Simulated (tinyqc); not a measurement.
# AlGaN/GaN HEMT with access regions, lumped model: effects of single changes

A polarisation-induced electron sheet under a Schottky gate, in series with two ungated access regions and contacts. Drift law v = mu E/(1 + mu E/vs) under the gate. Currents in mA/mm, resistances in ohm mm. No self-heating, no channel-length modulation; fits for polarisation, barrier and offset are chosen for the exercise.

Inputs (values chosen for the exercise); values close to those of AlGaN/GaN structures:

| symbol | value | unit | meaning |
|---|---|---|---|
| x | 0.15 |  | aluminium share of the barrier |
| d | 30 | nm | barrier thickness |
| eps_r | 9.2 |  | relative permittivity of barrier and channel |
| mu | 1900 | cm^2/(V s) | channel mobility |
| vs | 1.4e7 | cm/s | saturation velocity |
| Lg | 0.15 | um | gate length |
| Ls | 2 | um | source access length |
| Ld | 8 | um | drain access length |
| Rc | 0.56 | ohm mm | resistance of each contact |
| ft | 0.37 |  | share of the drain-access electrons removed by traps |
| Vg | 0 | V | gate voltage |

Constants: q = 1.602176634e-19 C, eps0 = 8.8541878128e-14 F/cm where lengths are in cm. Results are converted to the units shown.

Each table varies one quantity; the others keep the values above.

## Effect of the share of the drain-access electrons removed by traps

sigma = (5e13 x + 1.6e13 x^2) cm^-2, phiB = 0.84 + 1.3 x, dEc = 0.7 (1.71 x + x^2) in volts, Cb = eps0 eps_r/d, VT = phiB - dEc - q sigma/Cb, access density n0 = -Cb VT/q. Access resistance R(L, n) = L/(q mu n sqrt(1 - (I/(q n vs))^2)); Rs = Rc + R(Ls, n0), Rd = Rc + R(Ld, (1 - ft) n0). Vg' = Vg - I Rs, Vd' = Vd - I (Rs + Rd); with u = Vg' - VT, Vc = vs Lg/mu and w the smaller of Vd' and Vc [sqrt(1 + 2 u/Vc) - 1] (0 if negative), the channel gives (mu Cb/Lg)(u w - w^2/2)/(1 + w/Vc). I equals that channel current. Isat is I at Vd = 10 V, gm = dIsat/dVg, Ron the limit of Vd/I at small Vd.

The same in every row: VT (V) = -3.798; n0 (cm^-2) = 6.437e12.

Effect of the share of the drain-access electrons removed by traps:
```
ft	Ron (ohm mm)	Isat (mA/mm)	gm (mS/mm)
0	6.300	721.2	192.0
0.1	6.754	721.2	192.0
0.2	7.321	721.2	192.0
0.3	8.050	721.2	192.0
0.4	9.022	698.9	21.72
0.5	10.38	593.7	2.848
0.6	12.42	480.8	0.7874
0.7	15.83	364.2	0.2441
```

Read the table: what changes, and by how much?

As ft goes from 0 to 0.7, Ron rises from 6.30 to 15.8 ohm mm, Isat falls from 721 to 364 mA/mm and gm falls from 192 to 0.244 mS/mm. The ceiling Cb vs is 380 mS/mm. For ft = 0 to 0.5 the power passes 5 W/mm, where self-heating, left out here, lowers the current. For ft = 0.4 to 0.7 the gated channel is not yet saturated at 10 V, because the access regions take the voltage, and gm drops.

## Effect of the gate voltage

Same model as above.

The same in every row: VT (V) = -3.798; n0 (cm^-2) = 6.437e12.

Effect of the gate voltage:
```
Vg (V)	Ron (ohm mm)	Isat (mA/mm)	gm (mS/mm)
-3.4	9.351	52.89	170.3
-2.7	8.886	183.0	195.0
-2	8.783	322.2	201.4
-1.3	8.738	463.6	201.9
-0.6	8.712	603.9	198.3
0.1	8.696	728.9	36.32
0.8	8.684	736.6	3.846
1.5	8.676	738.3	1.527
```

As Vg goes from -3.4 to 1.5 V, Ron falls from 9.35 to 8.68 ohm mm, Isat rises from 52.9 to 738 mA/mm and gm goes from 170 through a maximum of 202 (at Vg = -1.3 V among the rows listed) to 1.53 mS/mm. The ceiling Cb vs is 380 mS/mm. For Vg = -0.6 to 1.5 V the power passes 5 W/mm, where self-heating, left out here, lowers the current. For Vg = 0.1 to 1.5 V the gated channel is not yet saturated at 10 V, because the access regions take the voltage, and gm drops. At Vg = 1.5 V Vg comes within 0.2 V of phiB or passes it, so at low drain current, as for Ron, the Schottky gate would conduct.

## Output curve without and with trapping

Same model as above.

The two columns take ft = 0 and ft = 0.37; collapse = 1 - (second)/(first).

Output curve without and with trapping:
```
Vd (V)	I, ft = 0 (mA/mm)	I, ft = 0.37 (mA/mm)	collapse (%)
0.25	39.65	28.72	27.55
0.5	79.18	57.36	27.55
1	157.6	114.1	27.58
2	309.5	223.7	27.72
3	451.1	325.1	27.93
4	577.8	415.9	28.03
6	721.2	561.5	22.14
8	721.2	662.2	8.18
12	721.2	721.2	0.00
```

Read the table: what changes, and by how much?

Without trapping the current rises from 39.6 to 721 mA/mm and first comes within 2 % of its last value at Vd = 6 V among the rows; with trapping that knee lies at 12 V. The collapse is 28 % in the first row, at most 28 % and 0 % in the last: once the gated channel saturates, the drain access only takes spare voltage. For Vd = 8 to 12 V the power passes 5 W/mm, where self-heating, left out here, lowers the current.

Numbers from tinyqc (`OMP_NUM_THREADS=1 python tinyqc.py 2570093 2570094 out.jsonl`; about 0.03 s on one thread of a shared Intel Xeon 2.30GHz).
